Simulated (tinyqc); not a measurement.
Type-II superlattice in the two-band Kane model: one step. Wave numbers and masses at one energy. Two cases, with inputs chosen for the exercise.

Problem. Give k^2 and m(E) in both layers.

Motion along the axis, period d = a + b, c = hbar^2/2m0. Conduction and light-hole bands couple: (E - Ec)(E - Ev) = Ep c k^2 in each layer, with mass m(E) = (E - Ev)/Ep, which may be negative. The conduction envelope psi and psi'/m(E) are continuous; a layer carries them by [[cos kt, (m/k) sin kt], [-(k/m) sin kt, cos kt]] (cosh and sinh for k^2 < 0), and cos(q d) = tr(M_B M_A)/2. C1 is the first miniband above EvB, with its bottom at tr/2 = +1 and its top at -1; the gap is the bottom of C1 less the top heavy-hole level HH1.

Constants: hbar^2/2m0 = 3.80998211 eV angstrom^2.

Case 1.

Values chosen (near those of an InAs/GaSb superlattice; shifted at random, so the results belong to these values and not to a real crystal):
- a = 28 angstrom (layer A)
- b = 45 angstrom (layer B)
- EcA = 0 eV (conduction edge of A)
- EvA = -0.413 eV (valence edge of A)
- EcB = 0.916 eV (conduction edge of B)
- EvB = 0.109 eV (valence edge of B)
- EpA = 14.5 eV (coupling energy in A)
- EpB = 17.7 eV (coupling energy in B)
- E = 0.505 eV (trial energy)

Case 2.

Values chosen (near those of an InAs/GaSb superlattice; shifted at random, so the results belong to these values and not to a real crystal):
- a = 30 angstrom (layer A)
- b = 21 angstrom (layer B)
- EcA = 0 eV (conduction edge of A)
- EvA = -0.422 eV (valence edge of A)
- EcB = 0.953 eV (conduction edge of B)
- EvB = 0.129 eV (valence edge of B)
- EpA = 14.3 eV (coupling energy in A)
- EpB = 17.8 eV (coupling energy in B)
- E = 0.48 eV (trial energy)

Give: Layers.

Solution.

Case 1.

Layers:
```
layer  k^2 (1/angstrom^2)  m(E) (m0)
A               0.0083916    0.06331
B              -0.0024135    0.02237
```

In B the decay constant is 0.0491 1/angstrom; across the gap of B it peaks at mid-gap, at 0.0491, and vanishes at both edges.

Case 2.

Layers:
```
layer  k^2 (1/angstrom^2)  m(E) (m0)
A               0.0079467    0.06308
B              -0.0024481    0.01972
```

In B the decay constant is 0.0495 1/angstrom; across the gap of B it peaks at mid-gap, at 0.0500, and vanishes at both edges.

Computed by tinyqc, one run a case: `OMP_NUM_THREADS=1 python tinyqc.py N N+1 out.jsonl` with N = 1250392, 1250411; one thread of a shared Intel(R) Xeon(R) Processor @ 2.30GHz, about 0.1 s a run at most.
